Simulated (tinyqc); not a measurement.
# Electron mobility in a silicon inversion layer, empirical terms and Matthiessen rule: what changes with what

Inversion layer of sheet density Ns on a uniformly doped body. The mobility terms are empirical power laws with prefactors chosen for the exercise; adding their inverses (Matthiessen) is itself an approximation.

Values chosen for this exercise; material values close to those of silicon:
- T = 300 K (temperature)
- Eg = 1.11 eV (band gap)
- eps_r = 11.6 (relative permittivity of the semiconductor)
- Nc = 2.78e19 cm^-3 (conduction-band density of states at T)
- Nv = 2.7e19 cm^-3 (valence-band density of states at T)
- Nb = 2.2e17 cm^-3 (body doping)
- Vsb = 1 V (reverse body bias)
- eta = 0.5 (weight of the inversion charge in the effective field)
- Ap = 411 cm^2/(V s) (phonon-limited mobility at 1 MV/cm and 300 K)
- As = 1300 cm^2/(V s) (roughness-limited mobility at 1 MV/cm)
- gs = 2 (exponent of the roughness term)
- Ac = 3600 cm^2/(V s) (Coulomb prefactor)
- Nit = 6.2e11 cm^-2 (charge at the interface)
- Ns = 4.8e12 cm^-2 (inversion density)

Constants: q = 1.602176634e-19 C, kB = 1.380649e-23 J/K, Vt = kB T/q, eps0 = 8.8541878128e-14 F/cm where lengths are in cm. Results are converted to the units shown.

Each table varies one quantity; the others keep the values above.

## Effect of the inversion density

ni = sqrt(Nc Nv) exp(-Eg/(2 Vt)), Eg in volts; Ndep = sqrt(2 eps0 eps_r Nb (2 Vt ln(Nb/ni) + Vsb)/q); E = q (Ndep + eta Ns)/(eps0 eps_r), in MV/cm. With t = T/(300 K): muC = Ac (Ns/1e12 cm^-2) t/(Nb/1e17 cm^-3 + Nit/1e11 cm^-2), muP = Ap E^(-1/3) t^(-1.75), muS = As E^(-gs); 1/mu is the sum of the inverses.

Effect of the inversion density:
```
Ns (cm^-2)  E (MV/cm)  muC (cm^2/(V s))  muP (cm^2/(V s))  muS (cm^2/(V s))  mu (cm^2/(V s))
2e11           0.3730             85.71             571.0              9346            73.94
3.6e11         0.3854             154.3             564.8              8751            119.5
6.3e11         0.4065             270.0             554.8              7868            177.5
1.1e12         0.4432             471.4             539.1              6620            242.3
2e12           0.5133             857.1             513.3              4933            301.4
3.6e12         0.6381              1543             477.4              3192            327.2
6.3e12         0.8487              2700             434.1              1805            309.8
1.1e13          1.215              4714             385.1             880.2            253.5
2e13            1.917              8571             330.8             353.6            167.6
```

As Ns goes from 2e11 to 2e13 cm^-2, E rises from 0.373 to 1.92 MV/cm and mu goes from 73.9 through a maximum of 327 (at Ns = 3.6e12 cm^-2 among the rows listed) to 168 cm^2/(V s). The smallest term is the Coulomb one in the first row and the phonon one in the last. Screening lifts the Coulomb term as Ns grows while the field presses the carriers to the interface, hence the maximum. At Ns = 2e13 cm^-2 E passes 1.5 MV/cm, beyond the usual range of such laws.

## Effect of the body doping

Same model as above.

Result of one run:
```
Nb (cm^-3)  E (MV/cm)  muC (cm^2/(V s))  muP (cm^2/(V s))  muS (cm^2/(V s))  mu (cm^2/(V s))
2.3e18          1.567             591.8             353.9             529.5            156.1
```

What becomes of these results when the body doping Nb is changed from 2.3e18 to 2e16 cm^-3, all else the same?

Result of the changed run:
```
Nb (cm^-3)  E (MV/cm)  muC (cm^2/(V s))  muP (cm^2/(V s))  muS (cm^2/(V s))  mu (cm^2/(V s))
2e16           0.4785              2700             525.5              5678            408.2
```

The whole series:
```
Nb (cm^-3)  E (MV/cm)  muC (cm^2/(V s))  muP (cm^2/(V s))  muS (cm^2/(V s))  mu (cm^2/(V s))
2e16           0.4785              2700             525.5              5678            408.2
4.4e16         0.5306              2602             507.7              4618            389.0
9.7e16         0.6090              2410             484.9              3506            362.0
2.1e17         0.7233              2082             457.9              2485            326.1
4.7e17         0.9022              1585             425.3              1597            277.2
1e18            1.152              1067             392.1             979.4            221.8
2.3e18          1.567             591.8             353.9             529.5            156.1
5e18            2.150             307.5             318.4             281.1            100.5
```

As Nb goes from 2e16 to 5e18 cm^-3, E rises from 0.478 to 2.15 MV/cm and mu falls from 408 to 101 cm^2/(V s). The smallest term is the phonon one in the first row and the roughness one in the last. For Nb = 2.3e18 to 5e18 cm^-3 E passes 1.5 MV/cm, beyond the usual range of such laws.

## Effect of the reverse body bias

Same model as above.

The same in every row: muC (cm^2/(V s)) = 2057.

Effect of the reverse body bias:
```
Vsb (V)  E (MV/cm)  muP (cm^2/(V s))  muS (cm^2/(V s))  mu (cm^2/(V s))
0           0.6174             482.7              3410            350.7
0.4         0.6685             470.0              2909            338.1
0.8         0.7120             460.3              2565            328.0
1.2         0.7505             452.3              2308            319.5
1.6         0.7853             445.5              2108            312.0
2           0.8175             439.6              1945            305.3
2.4         0.8475             434.3              1810            299.3
```

What does the table show?

As Vsb goes from 0 to 2.4 V, E rises from 0.617 to 0.847 MV/cm and mu falls from 351 to 299 cm^2/(V s). The phonon term is the smallest in the first and the last row.

Computed by the program tinyqc: `OMP_NUM_THREADS=1 python tinyqc.py 2510172 2510173 out.jsonl`, one thread of a shared Intel Xeon 2.30GHz, about 0.01 s for the whole run.
